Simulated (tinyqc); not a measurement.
From results back to parameters: Koster-Slater impurity in an sp3s* host.

Problem. In the Koster-Slater model a defect shifts the s level of its site by Vs and the p levels by Vp; an A1 level solves 1/Vs = G_s(E) and a T2 level 1/Vp = G_p(E), E from the top of the valence band. A defect has an A1 level at E = 0.3559 eV, one of the energies of the table, and a T2 level at 1.0678 eV.

G(E) of the host (1/eV):
```
E (eV)         G_s         G_p
0.0000  -0.0882978   0.0016539
0.1780  -0.1046415  -0.0379858
0.3559  -0.1226827  -0.0655015
0.5339  -0.1431239  -0.0894050
0.7119  -0.1668922  -0.1122764
0.8898  -0.1953232  -0.1356837
1.0678  -0.2304885  -0.1610866
1.2458  -0.2758724  -0.1903319
1.4237  -0.3379992  -0.2263572
```

Find: Vs, Vp.

Solution. Read G_s and G_p at the two energies and invert them. Vs is attractive and pulls its level down from the conduction bands. Vp is attractive and pulls its level down from the conduction bands.

Vs, Vp (eV): -8.2  -6.2

tinyqc: `OMP_NUM_THREADS=1 python tinyqc.py 1452204 1452205 out.jsonl`; about 0.08 s, one thread, shared Intel(R) Xeon(R) Processor @ 2.30GHz.
